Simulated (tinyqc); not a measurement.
# Activation field and prefactor from two times

Problem. Merz's law: tau = t0 exp(Ea d/V). Find Ea and t0.

Values chosen for this exercise:
- d = 50 nm (film thickness)

tau at V = 8.9 and 12 V (ns): 18.447242  4.3215062

Answer. ln(tau) is linear in 1/V with slope Ea d.

Ea = 1.00e4 kV/cm
t0 = 0.0670 ns

Numbers from tinyqc (`OMP_NUM_THREADS=1 python tinyqc.py 2860140 2860141 out.jsonl`; about 0.01 s on one thread of a shared Intel Xeon 2.30GHz).
